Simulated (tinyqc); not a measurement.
Sp3 tight binding, zinc-blende lattice, step by step. Computed by tinyqc, a small Python program that keeps every step. Command: `OMP_NUM_THREADS=1 python tinyqc.py 26023 26024 out.jsonl` (the two numbers bound the seeds that draw the settings). One thread of a shared host (Intel(R) Xeon(R) Processor @ 2.60GHz), about 0.01 s of CPU time with the checks.

## Bloch Hamiltonian at k

Parameters chosen for this model: zinc-blende lattice, anion at 0, cation at a/4 (1,1,1); V = eta hbar^2 / (m d^2), hbar^2/m = 7.619964 eV angstrom^2:
```
parameter          value      unit
a               6.150000  angstrom
d               2.663028  angstrom
Es anion      -16.790000        eV
Ep anion       -6.600000        eV
Es cation     -14.190000        eV
Ep cation      -5.240000        eV
eta ss         -1.320000
eta sp          1.420000
eta pp sigma    2.220000
eta pp pi      -0.630000
V ss           -1.418324        eV
V sp            1.525772        eV
V pp sigma      2.385363        eV
V pp pi        -0.676927        eV
```

k point k (2 pi / a): 0.720000  0.490000  -0.530000

Slater-Koster rules over the four bonds with direction cosines (l, m, n): ss V_ss; s-px l V_sp; px-s -l V_sp; px-px l^2 V_pps + (1 - l^2) V_ppp; px-py l m (V_pps - V_ppp); each times exp(i k.d).

H(k) at k (eV), lower triangle (Hermitian):
```
                      a s                 a px                 a py                a pz
a s            -16.790000
a px             0.000000            -6.600000
a py             0.000000             0.000000            -6.600000
a pz             0.000000             0.000000             0.000000           -6.600000
c s   -1.167465+2.642232i  -0.772225+1.540915i  -1.693443+0.702670i  1.493250-0.796874i
c px   0.772225-1.540915i   0.283022-0.640541i  -1.730328+0.923391i  1.962305-0.814231i
c py   1.693443-0.702670i  -1.730328+0.923391i   0.283022-0.640541i  0.894828-1.785560i
c pz  -1.493250+0.796874i   1.962305-0.814231i   0.894828-1.785560i  0.283022-0.640541i

             c s       c px       c py       c pz
c s   -14.190000
c px    0.000000  -5.240000
c py    0.000000   0.000000  -5.240000
c pz    0.000000   0.000000   0.000000  -5.240000
```

## Levels at k

Diagonalise the Hermitian matrix.

eigenvalues (eV): -19.238548  -14.068307  -9.251106  -8.718684  -6.989029  -3.224271  -3.096242  -1.913812

weights |c|^2 of the basis functions:
```
        band 1    band 2    band 3    band 4    band 5    band 6    band 7    band 8
a s   0.683505  0.210869  0.011173  0.000184  0.074307  0.007165  0.001588  0.011207
a px  0.002119  0.057784  0.334853  0.006244  0.230627  0.146786  0.071797  0.149791
a py  0.003963  0.057590  0.131846  0.267377  0.156827  0.213053  0.046982  0.122361
a pz  0.003176  0.053006  0.114631  0.347496  0.093535  0.000986  0.258080  0.129090
c s   0.280474  0.535932  0.019841  0.000325  0.147371  0.004614  0.001085  0.010358
c px  0.007648  0.032241  0.206585  0.004401  0.150404  0.264638  0.123453  0.210631
c py  0.010387  0.026881  0.094655  0.162629  0.089641  0.360844  0.076550  0.178414
c pz  0.008727  0.025698  0.086415  0.211344  0.057289  0.001913  0.420465  0.188149
```

## Bloch Hamiltonian at X

k point X (2 pi / a): 1  0  0

As before.

H(k) at X (eV), lower triangle (Hermitian):
```
                     a s                a px                a py                a pz
a s           -16.790000
a px            0.000000           -6.600000
a py            0.000000            0.000000           -6.600000
a pz            0.000000            0.000000            0.000000           -6.600000
c s             0.000000  0.000000+3.523620i            0.000000            0.000000
c px  0.000000-3.523620i            0.000000            0.000000            0.000000
c py            0.000000            0.000000            0.000000  0.000000-4.083053i
c pz            0.000000            0.000000  0.000000-4.083053i            0.000000

             c s       c px       c py       c pz
c s   -14.190000
c px    0.000000  -5.240000
c py    0.000000   0.000000  -5.240000
c pz    0.000000   0.000000   0.000000  -5.240000
```

## Levels at X

As before.

eigenvalues (eV): -17.780096  -15.573603  -10.059290  -10.059290  -5.216397  -4.249904  -1.780710  -1.780710

## Bands along a path

The same steps at evenly spaced points between the labelled ones.

Bands along the path (eV):
```
k             band 1      band 2      band 3      band 4     band 5     band 6     band 7     band 8
L         -19.173051  -14.260501   -8.732637   -8.732637  -7.491023  -3.107363  -3.107363  -1.895424
L-G 0.20  -19.476695  -13.801873   -8.636668   -8.636668  -7.466638  -3.203332  -3.203332  -2.074794
L-G 0.40  -20.117170  -12.710625   -8.367661   -8.367661  -7.409147  -3.472339  -3.472339  -2.583057
L-G 0.60  -20.738528  -11.400244   -7.987330   -7.987330  -7.363576  -3.852670  -3.852670  -3.317652
L-G 0.80  -21.161872  -10.215064   -7.618415   -7.618415  -7.391315  -4.221585  -4.221585  -4.051749
G         -21.310333   -9.669667   -7.454266   -7.454266  -7.454266  -4.385734  -4.385734  -4.385734
G-X 0.20  -21.111389  -10.339511   -7.860441   -7.860441  -6.996645  -4.372454  -3.979559  -3.979559
G-X 0.40  -20.530858  -11.676295   -8.651346   -8.651346  -6.275020  -4.337826  -3.188654  -3.188654
G-X 0.60  -19.622211  -13.206121   -9.388060   -9.388060  -5.696101  -4.295567  -2.451940  -2.451940
G-X 0.80  -18.514876  -14.705530   -9.885146   -9.885146  -5.337328  -4.262265  -1.954854  -1.954854
X         -17.780096  -15.573603  -10.059290  -10.059290  -5.216397  -4.249904  -1.780710  -1.780710
X-W 0.20  -17.780096  -15.573603  -10.059290  -10.059290  -5.216397  -4.249904  -1.780710  -1.780710
X-W 0.40  -17.780096  -15.573603  -10.059290  -10.059290  -5.216397  -4.249904  -1.780710  -1.780710
X-W 0.60  -17.780096  -15.573603  -10.059290  -10.059290  -5.216397  -4.249904  -1.780710  -1.780710
X-W 0.80  -17.780096  -15.573603  -10.059290  -10.059290  -5.216397  -4.249904  -1.780710  -1.780710
W         -17.780096  -15.573603  -10.059290  -10.059290  -5.216397  -4.249904  -1.780710  -1.780710
```

With 4 band(s) filled, the highest filled level on these points lies at G and the lowest empty one at L: the bands touch or overlap, so there is no gap.
